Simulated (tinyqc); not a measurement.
Position of the spike: inter-valley coupling by envelope functions against a chain of atomic planes.

Chain: E(phi) = e0 + 2 v cos(phi) + 2 u cos(2 phi), cos(phi0) = -v/(4u), e0 = 2u + v^2/(4u); plane j = 0, 1, ... has the potential V_j = dE x_j + F (j - 30) a/4 (1 MV/m = 1e-4 V/angstrom). There are 30 barrier planes a side; with y = j - 29.5, x_j = xb (f(y) + f(Nw - y)), f(y) = 1/(1 + exp(y/L)), plus any Ge added in the well. The valley splitting is the spacing of the two lowest levels. Envelope theory: F_j solves a one-valley chain with hopping -b and diagonal 2b + V_j, b = 4u sin^2(phi0), sum F_j^2 = 1; the valleys couple by Dv = sum_j F_j^2 V_j exp(-2 i phi0 j) and split by 2|Dv|.

Values chosen for the exercise (near those of the Delta valleys of silicon in a SiGe well; not measured data):
- a = 5.431 angstrom (lattice constant; planes lie a/4 apart)
- u = 0.65 eV (second-neighbour hopping)
- v = 0.702 eV (nearest hopping)
- Nw = 57 (planes in the well)
- L = 0.75 planes (interface width)
- xb = 0.23 (Ge fraction of the barriers)
- dE = 0.55 eV (offset per unit Ge fraction)
- F = 8 MV/m (field)
- xs = 0.18 (Ge fraction added on that plane)

The spike is moved through the well; position counted from the first well plane, j - 30.

Against position:
```
j - 30  F_j^2, smooth  mean of the doublet (meV)  splitting, chain (micro-eV)  envelope  first order
3             0.02112                      29.40                         2953      2852         4182
7             0.03609                      30.48                         5138      4995         7145
11            0.04384                      31.27                         6736      6637         8681
17            0.03963                      31.10                         6374      6299         7846
23            0.02574                      29.81                         3806      3740         5097
28            0.01480                      28.93                         2055      1998         2930
37            0.00379                      28.16                          486       470          751
46            0.00063                      27.96                           83        78          124
54            0.00007                      27.92                           16        17           13
```

What can be read from this table?

The splitting is largest at plane 11 among these rows (6736 micro-eV), and the smooth envelope peaks at plane 12, counting all planes; without a spike it is 23. Where the splitting exceeds 20 micro-eV the envelope theory lies within 6.3 % of the chain and first order within 55 %.

Run: tinyqc, `OMP_NUM_THREADS=1 python tinyqc.py 1450067 1450068 out.jsonl`; Intel(R) Xeon(R) Processor @ 2.30GHz, one thread, shared host; about 0.05 s of CPU time with all checks.
